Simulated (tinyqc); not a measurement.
Critical temperature from a phonon spectrum: McMillan, Allen-Dynes and the linearised Eliashberg equation: one step, computed by the program tinyqc. Command: `OMP_NUM_THREADS=1 python tinyqc.py 3017306 3017307 out.jsonl eliashberg walk`. One thread of a shared host (Intel(R) Xeon(R) Processor @ 2.30GHz), about 0.01 s of CPU time with the checks.

alpha^2 F(omega) = sum_i (lambda_i omega_i/2) delta(omega - omega_i), so that lambda = 2 int alpha^2 F/omega d omega = sum_i lambda_i.

Question. Largest eigenvalue of the small kernel. K is the kernel of the linearised Eliashberg equation on the Matsubara points omega_n = (2n + 1) pi k_B T; T_c is where its largest eigenvalue rho is zero. Diagonalise K; at rho = 0 the eigenvector c is the gap function Delta_n/omega_n up to a factor; away from it Delta_n/Delta_0 = (2n + 1) c_n/c_0 is only an estimate.

Inputs (values chosen for the exercise, for a model metal): trial temperature = 28.7 K.

Peaks in alpha^2 F: one.

K, lower triangle (symmetric):
```
          1         2         3         4          5
1  -0.62571
2   0.60935  -4.18045
3   0.17086   0.44519  -6.72368
4   0.00670   0.09775   0.40705  -8.98521
5  -0.06641  -0.03143   0.07550   0.39298  -11.13646
```

Give: largest eigenvalue rho; Delta_n/Delta_0.

Answer.

largest eigenvalue rho = -0.5141

Delta_n/Delta_0: 1.000  0.514  0.200  0.031  -0.057

rho < 0: in this small matrix the trial temperature lies above T_c.
